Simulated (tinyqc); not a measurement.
What moves the efficiency: defect, radiative and Auger recombination at equal electron and hole densities (ABC model).

J/(e d) = Ae n + B n^2 + C n^3 with Ae = A + 4 S/w (four side walls, carriers spread evenly), e = 1.602176634e-19 C, lengths in cm; internal efficiency IQE = B n^2/(Ae n + B n^2 + C n^3); all injected carriers recombine in the layer.

Values chosen for the exercise (orders of magnitude like those quoted for Si; shifted at random, so the results belong to these values and not to a real crystal):
- A = 3100 1/s (defect rate)
- B = 6.7e-15 cm^3/s (radiative coefficient)
- C = 6.4e-31 cm^6/s (Auger coefficient)
- S = 520 cm/s (recombination velocity of the side walls)
- w = 2700 micrometre (side of the square mesa)
- d = 150000 nm (active thickness)
- J = 23 A/cm^2 (current density)

IQE_max = Q/(Q + 2) with Q = B/sqrt(Ae C), reached at n = sqrt(Ae/C).

One parameter was then changed.

Results before and after:
```
case     n (1/cm^3)      IQE  IQE_max  J at the peak (A/cm^2)
base      2.205e+17  0.03404  0.03873                    7.02
changed   3.362e+17  0.02638  0.03873                    7.02
```

Which of these changes was made? (a) J = 69 A/cm^2; (b) C = 1.28e-30 cm^6/s; (c) A = 6200 1/s; (d) B = 1.01e-14 cm^3/s; (e) w = 1350 micrometre; (f) d = 300000 nm.

Answer: (a) J = 69 A/cm^2. Of the candidates, run in turn, only this one gives the changed row.

All candidates:
```
case                 n (1/cm^3)      IQE  IQE_max  J at the peak (A/cm^2)
base                  2.205e+17  0.03404  0.03873                    7.02
A = 6200 1/s          2.142e+17  0.03211  0.03430                    10.2
B = 1.01e-14 cm^3/s   2.190e+17  0.05061  0.05725                    7.16
C = 1.28e-30 cm^6/s   1.796e+17  0.02258  0.02770                    4.91
d = 300000 nm         1.642e+17  0.03773  0.03873                    14.0
J = 69 A/cm^2         3.362e+17  0.02638  0.03873                    7.02
w = 1350 micrometre   2.048e+17  0.02937  0.02986                    15.6
```

(tinyqc, `OMP_NUM_THREADS=1 python tinyqc.py 1680730 1680731 out.jsonl`, Intel(R) Xeon(R) Processor @ 2.30GHz, 1 thread, shared host, about 0.01 s.)
